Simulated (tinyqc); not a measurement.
Convergence with the size of the ring: vibrations of a mass or spring defect in a linear chain. Computed by tinyqc, a small Python program. Command: `OMP_NUM_THREADS=1 python tinyqc.py 3012418 3012419 out.jsonl localmode walk`. One thread of a shared host (Intel(R) Xeon(R) Processor @ 2.30GHz), about 0.01 s of CPU time with the checks.

A ring of N atoms with nearest-neighbour springs k and motion along the chain. Atom 1 is the defect, of mass M', and its two springs are k'. All other atoms have the mass M.

Inputs (values chosen for the exercise, for a model chain): spring constant k = 8.58 eV/angstrom^2; host mass M = 105 u; defect mass M' = 540 u; spring ratio k'/k at the defect = 1.2.

Host: monatomic.

Constants: nu for 1 eV/(angstrom^2 u) = 15.6333042 THz.

Method:
- Host band: lambda from 0 to 4k/M.
- nu = 15.6333042 THz x sqrt(lambda), lambda in eV/(angstrom^2 u).
- D_ii = (sum of the two springs at i)/M_i, D_ij = -k_ij/sqrt(M_i M_j) for neighbours, closed into a ring.
- The same matrix for 120 atoms; amplitudes are the mass-weighted eigenvector, in size, relative to the defect, for the highest mode; its weight is the squared component of the normalised eigenvector on the defect.

band edges (THz): [0.00000, 8.93778]

ratio to the top of the host band = 0.999916

Highest mode:
```
N    frequency (THz)  weight on the defect  modes outside the bands
4             8.4976            3.0984e-02                        0
6             8.7166            1.1471e-02                        0
8             8.8042            5.5000e-03                        0
12            8.8736            1.8697e-03                        0
20            8.9130            4.5289e-04                        0
40            8.9313            6.1738e-05                        0
80            8.9361            8.0560e-06                        0
120           8.9370            2.4211e-06                        0
```

What follows from these numbers?

The weight of the highest mode on the defect goes from 3.0984e-02 in a ring of 4 atoms to 2.4211e-06 in one of 120.

Extremes, crossings and ranges named in words are read from the listed rows.
